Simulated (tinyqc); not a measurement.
Mass anisotropy: shallow donor in an anisotropic valley (effective-mass theory).

One valley: H = -c [(d2/dx2 + d2/dy2)/mt + (d2/dz2)/ml] - q/(eps r), c = hbar^2/2m0, q = e^2/(4 pi eps0). Trial function exp(-sqrt((x^2 + y^2)/a^2 + z^2/b^2)) with a > b: T = (c/3)(2/(mt a^2) + 1/(ml b^2)), V = -(q/eps) atan(u/b)/u, u = sqrt(a^2 - b^2). The central cell of the impurity is left out.

Constants: hbar^2/2m0 = 3.80998211 eV angstrom^2; e^2/(4 pi eps0) = 14.39964547 eV angstrom; Ry = 13.60569312 eV; a0 (Bohr radius) = 0.5291772105 angstrom.

Values chosen for the exercise (out of a larger set: near those of a group-V donor in Si; not measured data): mt = 0.187 m0 (transverse mass); eps = 11.2 (dielectric constant); xs = (1.2, 2.4, 3.5, 5.1, 11, 29, 48, 120) (ratios ml/mt).

mt and eps fixed, ml varied. Energies in units of Ry*(mt) = Ry mt/eps^2 and lengths in a*(mt) = a0 eps/mt; the last two columns use one mass, 3/(1/ml + 2/mt) or (ml mt^2)^(1/3).

Results:
```
ml/mt,a/a*,b/a,binding,conductivity mass,density-of-states mass
1.20,0.962,0.937,1.062,1.059,1.063
2.40,0.841,0.733,1.307,1.241,1.339
3.50,0.788,0.642,1.446,1.312,1.518
5.10,0.742,0.563,1.587,1.366,1.721
11.0,0.665,0.431,1.874,1.435,2.224
29.0,0.596,0.309,2.218,1.475,3.072
48.0,0.568,0.260,2.384,1.485,3.634
120,0.529,0.190,2.656,1.494,4.932
```

The binding grows from 1.06 to 2.66 Ry*(mt); for ml going to infinity the exact problem becomes two-dimensional, with 4 Ry*. The conductivity mass saturates at 1.5 and underbinds, by 14 % at ml/mt = 5.1; the density-of-states mass errs by +8 % there and by +86 % in the last row. With these mt and eps one unit is 20.28 meV.

(tinyqc, `OMP_NUM_THREADS=1 python tinyqc.py 1250716 1250717 out.jsonl`, Intel(R) Xeon(R) Processor @ 2.30GHz, 1 thread, shared host, about 0.01 s.)
